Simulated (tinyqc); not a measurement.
Hot electrons in a saturated n-channel MOSFET, lucky-electron model: one step of the calculation.

Beyond pinch-off the lateral field grows as Esat cosh(y/l) over the velocity-saturated region (pseudo-two-dimensional model). Impact ionisation in this region gives the substrate current, which biases the body forward through Rsub. Currents are per width. Local-field laws: they overstate ionisation when the field peak is narrower than an energy relaxation length.

Task. Gate current, lifetime and channel shortening. Ig = Cg Id exp(-pb/(lm Em)); lifetime tau = (Hl/Id)(Isub/Id)^(-m); length of the saturated region dL = l ln[(dV/l + Em)/Esat]. 1 year = 3.15576e7 s.

Inputs (values chosen for the exercise); values close to those of silicon n-channel devices: hot-electron mean free path lm = 8.8 nm; oxide barrier pb = 3.2 V; prefactor of the gate current Cg = 0.0035; lifetime exponent m = 2.9; lifetime constant Hl = 18000 s uA/um.

Id = 46.798764 uA/um
dV = 2.4044888 V
Em = 0.22414257 MV/cm
Isub = 0.063194749 uA/um
l = 111.44505 nm
Esat = 0.060740741 MV/cm

Give: Isub/Id; Ig; tau; dL.

Result.

Isub/Id = 0.0013504
Ig = 0.014742 pA/um
tau = 2556.5 years
dL = 220.65 nm

The lifetime exceeds ten years.

Numbers from tinyqc (`OMP_NUM_THREADS=1 python tinyqc.py 2550015 2550016 out.jsonl`; about 0.01 s on one thread of a shared Intel Xeon 2.30GHz).
